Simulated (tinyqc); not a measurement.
Exciton in an atomically thin sheet (Rytova-Keldysh potential): sweeps and comparisons. A value that a table varies takes the place of the one given here.

Relative motion in the plane with V(k) = -2 pi q/(k (kap + r0 k)), q = e^2/(4 pi eps0), c = hbar^2/2m0. Normalised Gaussians exp(-a_i r^2): with A = a_i + a_j, S_ij = 2 sqrt(a_i a_j)/A, T_ij = (4c/mu)(a_i a_j/A) S_ij, V_ij = -q S_ij times the integral over k from 0 to infinity of exp(-k^2/4A)/(kap + r0 k).

Converged values use 20 Gaussians with exponents 2^i/b^2, i = -11 to 8, b the larger of a0 kap/(2 mu) and sqrt(a0 r0/mu), a0 = 0.5291772 angstrom; p states use r exp(i theta) exp(-a r^2).

Constants: hbar^2/2m0 = 3.80998211 eV angstrom^2; e^2/(4 pi eps0) = 14.39964547 eV angstrom; Ry = 13.60569312 eV.

Parameters, chosen for this exercise (near those of a MoSe2 monolayer; shifted at random, so the results belong to these values and not to a real crystal):
- r0 = 55.8 angstrom (screening length of the sheet)
- kaps = (1, 1.5, 2.45, 3.5, 4.5, 7, 12) (surroundings)
- me = 0.568 m0 (electron mass)
- mh = 0.566 m0 (hole mass)
- kap = 1.6 (mean dielectric constant of the surroundings)
- Eg = 2.016 eV (gap, in these surroundings)

## Dielectric surroundings

mu = 0.283499 m0

Converged 1s and 2s bindings; the hydrogen value is 4 Ry mu/kap^2.

Bindings (meV):

| kap | 1s | 2s | 2s line - 1s line | hydrogen 1s | 1s/2s |
|---|---|---|---|---|---|
| 1.00 | 459.1 | 227.5 | 231.6 | 15429 | 2.02 |
| 1.50 | 371.0 | 161.8 | 209.1 | 6857 | 2.29 |
| 2.45 | 273.0 | 98.3 | 174.8 | 2570 | 2.78 |
| 3.50 | 209.6 | 63.9 | 145.7 | 1259 | 3.28 |
| 4.50 | 169.7 | 45.6 | 124.2 | 762 | 3.73 |
| 7.00 | 110.4 | 23.5 | 86.9 | 315 | 4.69 |
| 12.0 | 58.1 | 9.6 | 48.5 | 107 | 6.06 |

What does this show, and why?

The 1s binding falls by a factor 7.9 where the hydrogen model gives 144; the local exponent d ln E/d ln kap moves from -0.53 to -1.19, towards -2. The ratio 1s/2s climbs from 2.0 to 6.1, towards the hydrogen value 9, as r0/kap shrinks from 55.8 to 4.6 angstrom.

## What each parameter does

1/mu = 1/me + 1/mh; converged values. Eg is held fixed when kap or r0 changes: the shrinking of the gap by stronger screening, which offsets most of the shift of the 1s line, is left out. Each row changes one parameter from the base and keeps the others.

Results:

| case | 1s binding (meV) | 2s - 1s (meV) | 2s - 2p (meV) | 1s line (eV) |
|---|---|---|---|---|
| base | 357.5 | 205.0 | 37.2 | 1.659 |
| me = 0.682 m0 | 366.6 | 207.8 | 38.1 | 1.649 |
| mh = 0.453 m0 | 345.3 | 201.2 | 35.9 | 1.671 |
| kap = 2.56 | 264.8 | 171.3 | 26.4 | 1.751 |
| r0 = 44.6 angstrom | 418.5 | 247.2 | 43.4 | 1.598 |
| Eg = 2.12 eV | 357.5 | 205.0 | 37.2 | 1.763 |

What does this show?

The largest shifts from the base row, up to three for each result and ties (the steps differ in size, so this ranks the rows, not the parameters). 1s binding (meV): kap -92.6, r0 +61.0, mh -12.2; unchanged at the printed digits by Eg. 2s - 1s (meV): r0 +42.2, kap -33.7, mh -3.8; unchanged at the printed digits by Eg. 2s - 2p (meV): kap -10.8, r0 +6.2, mh -1.3; unchanged at the printed digits by Eg. 1s line (eV): Eg +0.104, kap +0.093, r0 -0.061.

Computed by tinyqc, a small Python program: `OMP_NUM_THREADS=1 python tinyqc.py 1252008 1252009 out.jsonl` (the numbers bound the seed that draws the inputs); one thread of a shared host (Intel(R) Xeon(R) Processor @ 2.30GHz), about 0.02 s for the whole set of steps.
